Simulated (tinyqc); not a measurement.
# Inductance and parasitic capacitance from two readings

Inverse problem. A loss-free coil L in parallel with C shows the apparent inductance L/(1 - w^2 L C), w = 2 pi f. Find L, C and the self-resonance 1/(2 pi sqrt(L C)).

apparent inductance at 7 and 16 GHz (nH): [0.97318353, 1.9503923]

Answer. The inverse of the reading is 1/L - w^2 C, a straight line in w^2.

L = 0.8700 nH
C = 63.00 fF
self-resonance = 21.50 GHz

tinyqc, about 0.01 s, one thread, Intel Xeon 2.30GHz (shared host): `OMP_NUM_THREADS=1 python tinyqc.py 2302140 2302141 out.jsonl`
